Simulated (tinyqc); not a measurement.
Inside a calculation. Method: coherent transport through a tight-binding region between two chains. Computed by tinyqc, a small Python program that keeps every step. Settings: temperature = 300, mu = -0.09. Command: `OMP_NUM_THREADS=1 python tinyqc.py 31801 31802 out.jsonl` (the two numbers bound the seeds that draw the settings). One thread of a shared host (Intel(R) Xeon(R) Processor @ 2.60GHz), about 0.07 s of CPU time with the checks.

## Transmission at E = 0.75 eV

H of the central region (eV):
```
           1          2
1   0.000000  -1.760000
2  -1.760000   0.000000
```

Leads: semi-infinite chains with site energy 0:

| parameter | value |
|---|---|
| lead hopping t (eV) | 2.080000 |
| coupling to the left lead (eV) | 1.140000 |
| coupling to the right lead (eV) | 0.780000 |
| left contact site | 1 |
| right contact site | 2 |

E = 0.750000 eV

Surface Green function g = (E - i sqrt(4 t^2 - E^2)) / (2 t^2); self-energy tc^2 g on each contact site; G = (E - H - Sigma)^(-1); Gamma = -2 Im Sigma; T = Gamma_L Gamma_R |G_LR|^2; local density of states -Im G_ii / pi.

g = 0.086677-0.472891i 1/eV

G (1/eV):
```
                     1                    2
1  -0.214380-0.148015i   0.594131+0.128460i
2   0.594131+0.128460i  -0.170298-0.253982i
```

local density of states (1/eV): 0.047115  0.080845

transmission = 0.261329

## Transmission across the band

The same steps on a grid of energies.

T(E):

| E (eV) | T |
|---|---|
| -3.95200000 | 0.002563 |
| -3.55680000 | 0.012370 |
| -3.16160000 | 0.037948 |
| -2.76640000 | 0.114400 |
| -2.37120000 | 0.372612 |
| -1.97600000 | 0.833426 |
| -1.58080000 | 0.623266 |
| -1.18560000 | 0.376055 |
| -0.79040000 | 0.268020 |
| -0.39520000 | 0.223005 |
| 0.00000000 | 0.210434 |
| 0.39520000 | 0.223005 |
| 0.79040000 | 0.268020 |
| 1.18560000 | 0.376055 |
| 1.58080000 | 0.623266 |
| 1.97600000 | 0.833426 |
| 2.37120000 | 0.372612 |
| 2.76640000 | 0.114400 |
| 3.16160000 | 0.037948 |
| 3.55680000 | 0.012370 |
| 3.95200000 | 0.002563 |

levels of the isolated region (eV): -1.760000  1.760000

## Current

I = (2e/h) int T(E) [f(E - mu - V/2) - f(E - mu + V/2)] dE at 300 K with mu = -0.09 eV, the bias not changing H; 2e^2/h = 77.48092 microsiemens; the integral runs over the band on 4001 points.

Current:

| V (volt) | I (microampere) |
|---|---|
| 0.010000 | 0.163665 |
| 0.050000 | 0.818386 |
| 0.100000 | 1.637151 |
| 0.200000 | 3.277346 |
| 0.400000 | 6.579197 |
| 0.800000 | 13.359431 |
